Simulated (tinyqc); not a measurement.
Crystal pulling from the melt: segregation, interface stability, heat balance and point-defect regime: one step, computed by the program tinyqc.

A dilute solute; steady pulling with a flat interface unless it is found unstable.

Question. Heat balance and the ratio V/G. k_S G_S = k_L G_L + L V; the largest rate for this G_S, with G_L = 0, is k_S G_S/L. Voronkov: the crystal grows vacancy-rich if V/G_S > xi_c and interstitial-rich if below; at fixed G_L the neutral rate solves V = xi_c G_S(V).

Inputs (values chosen for the exercise, modelled on aluminium in silicon): pull rate V = 1.4 mm/min; gradient in the melt G_L = 6.6 K/cm; solid conductivity k_S = 24.1 W/(m K); melt conductivity k_L = 54 W/(m K); latent heat per volume L = 4290 J/cm^3; critical ratio xi_c = 0.14 mm^2/(min K).

Give: gradient in the solid G_S; largest rate; V/G_S; neutral pull rate.

Answer.

gradient in the solid G_S = 56.32 K/cm

largest rate = 1.898 mm/min

V/G_S = 0.2486 mm^2/(min K)

neutral pull rate = 0.3541 mm/min

V/G_S is 1.78 xi_c: vacancies survive and can cluster into voids. Latent heat makes up 74 % of the flux.
